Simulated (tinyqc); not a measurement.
# Field length and prefactor from two substrate currents

Problem. For Em = (Vd - Vdsat)/l, Isub/Id = (Ai/Bi)(Vd - Vdsat) exp(-Bi l/(Vd - Vdsat)), and l = sqrt(3 tox xj). Find l, Ai and xj.

Parameters, values chosen for the exercise:
- tox = 7.1 nm (oxide thickness)
- Bi = 1.75 MV/cm (ionisation field)

Isub/Id at Vd - Vdsat = 1.6 and 2.2 V: 0.00918014652  0.0534839965

Solution. ln[Isub/(Id (Vd - Vdsat))] is linear in 1/(Vd - Vdsat) with slope -Bi l.

l = 48.4 nm
Ai = 2.00e6 1/cm
xj = 110 nm

Program tinyqc, `OMP_NUM_THREADS=1 python tinyqc.py 2550051 2550052 out.jsonl`; Intel Xeon 2.30GHz, shared host, one thread, about 0.01 s.
